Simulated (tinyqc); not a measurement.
Ground states by the convex hull: cluster expansion of a binary alloy: correlations, fit, cross-validation and ground states. Computed by tinyqc, a small Python program. Command: `OMP_NUM_THREADS=1 python tinyqc.py 3026322 3026323 out.jsonl clex walk`. One thread of a shared host (Intel(R) Xeon(R) Processor @ 2.30GHz), about 0.02 s of CPU time with the checks.

s = +1 for A and -1 for B. Energy per site E = J0 + J1 P(point) + sum over clusters of m V P, with P the mean product of spins; V > 0 on a pair favours unlike neighbours. Clusters per site m: pair 1 6, pair 2 3, pair 3 12, triplet 8; the triplet is the triangle of first neighbours. Formation energies are counted from the line between pure A and pure B, which removes J0 and J1.

Inputs (values chosen for the exercise, for a model alloy):

| quantity | value | unit |
|---|---|---|
| first-pair interaction V1 | 6.1 | meV |
| second-pair interaction V2 | -0.3 | meV |
| third-pair interaction V3 | -0.028 | meV |
| triplet interaction Vt | 1.3 | meV |
| noise amplitude | 0.71 | meV/site |

Lattice: fcc.

Method:
- Design matrix of formation energies: m (P - 1) for pairs and m (P(triplet) - P(point)) for the triplet; x = (1 - P(point))/2.
- Exact: X V with V = (V1, V2, V3, Vt). The data to fit add the noise amplitude times the normal numbers, standing for what the clusters leave out.
- Leave out pair 3: A = X^T X and b = X^T E (E being the data with noise) over these three columns; solve A V = b. The root-mean-square error runs over the structures between the pure ends.
- Height above the hull = E less the lowest straight line between two structures that bracket x (or the lowest structure at the same x). The three-term fit is X V with the fitted values.

correlations P, counted on periodic cells:
```
                      point    pair 1    pair 2    pair 3   triplet
A                   1.00000   1.00000   1.00000   1.00000   1.00000
A3B L1_2            0.50000   0.00000   1.00000   0.00000  -0.50000
A3B D0_22           0.50000   0.00000   0.66667   0.33333  -0.50000
A3B (001) layers    0.50000   0.33333   0.66667   0.00000   0.50000
A2B (001) layers    0.33333   0.11111   0.55556  -0.33333   0.33333
AB L1_0             0.00000  -0.33333   1.00000  -0.33333   0.00000
AB L1_1             0.00000   0.00000  -1.00000   0.00000   0.00000
A2B2 (001) layers   0.00000   0.33333   0.33333  -0.33333   0.00000
AB2 (001) layers   -0.33333   0.11111   0.55556  -0.33333  -0.33333
AB3 L1_2           -0.50000   0.00000   1.00000   0.00000   0.50000
AB3 D0_22          -0.50000   0.00000   0.66667   0.33333   0.50000
AB3 (001) layers   -0.50000   0.33333   0.66667   0.00000  -0.50000
B                  -1.00000   1.00000   1.00000   1.00000  -1.00000
```

standard normal numbers for the noise (0 for the pure ends): A 0.000, A3B L1_2 1.403, A3B D0_22 -0.038, A3B (001) layers 1.403, A2B (001) layers 0.411, AB L1_0 -0.862, AB L1_1 -0.005, A2B2 (001) layers 0.221, AB2 (001) layers -1.180, AB3 L1_2 0.172, AB3 D0_22 -1.495, AB3 (001) layers -0.262, B 0.000

X:
```
                    pair 1   pair 2    pair 3  triplet
A                   0.0000   0.0000    0.0000   0.0000
A3B L1_2           -6.0000   0.0000  -12.0000  -8.0000
A3B D0_22          -6.0000  -1.0000   -8.0000  -8.0000
A3B (001) layers   -4.0000  -1.0000  -12.0000   0.0000
A2B (001) layers   -5.3333  -1.3333  -16.0000   0.0000
AB L1_0            -8.0000   0.0000  -16.0000   0.0000
AB L1_1            -6.0000  -6.0000  -12.0000   0.0000
A2B2 (001) layers  -4.0000  -2.0000  -16.0000   0.0000
AB2 (001) layers   -5.3333  -1.3333  -16.0000   0.0000
AB3 L1_2           -6.0000   0.0000  -12.0000   8.0000
AB3 D0_22          -6.0000  -1.0000   -8.0000   8.0000
AB3 (001) layers   -4.0000  -1.0000  -12.0000   0.0000
B                   0.0000   0.0000    0.0000   0.0000
```

fitted V1, V2, Vt (meV): 6.05290  -0.31742  1.24036

exact energies (meV/site): A 0.0000, A3B L1_2 -46.6640, A3B D0_22 -46.4760, A3B (001) layers -23.7640, A2B (001) layers -31.6853, AB L1_0 -48.3520, AB L1_1 -34.4640, A2B2 (001) layers -23.3520, AB2 (001) layers -31.6853, AB3 L1_2 -25.8640, AB3 D0_22 -25.6760, AB3 (001) layers -23.7640, B 0.0000

Hull among these structures (meV/site):

| structure | x | exact E | above hull | fitted E | above hull, fit |
|---|---|---|---|---|---|
| A | 0.0000 | 0.000 | 0.000 | 0.000 | 0.000 |
| A3B L1_2 | 0.2500 | -46.664 | 0.000 | -46.240 | 0.000 |
| A3B D0_22 | 0.2500 | -46.476 | 0.188 | -45.923 | 0.317 |
| A3B (001) layers | 0.2500 | -23.764 | 22.900 | -23.894 | 22.346 |
| A2B (001) layers | 0.3333 | -31.685 | 15.541 | -31.859 | 15.109 |
| AB L1_0 | 0.5000 | -48.352 | 0.000 | -48.423 | 0.000 |
| AB L1_1 | 0.5000 | -34.464 | 13.888 | -34.413 | 14.010 |
| A2B2 (001) layers | 0.5000 | -23.352 | 25.000 | -23.577 | 24.846 |
| AB2 (001) layers | 0.6667 | -31.685 | 1.675 | -31.859 | 1.879 |
| AB3 L1_2 | 0.7500 | -25.864 | 0.000 | -26.395 | 0.000 |
| AB3 D0_22 | 0.7500 | -25.676 | 0.188 | -26.077 | 0.317 |
| AB3 (001) layers | 0.7500 | -23.764 | 2.100 | -23.894 | 2.500 |
| B | 1.0000 | 0.000 | 0.000 | 0.000 | 0.000 |

lowest exact formation energy = -48.352 meV/site

What does the comparison show, and why?

On the exact hull: A, A3B L1_2, AB L1_0, AB3 L1_2, B. The fit finds the same set. A structure at zero height may lie on a tie line without being a vertex, and structures outside this list could lie lower.

Extremes, crossings and ranges named in words are read from the listed rows.
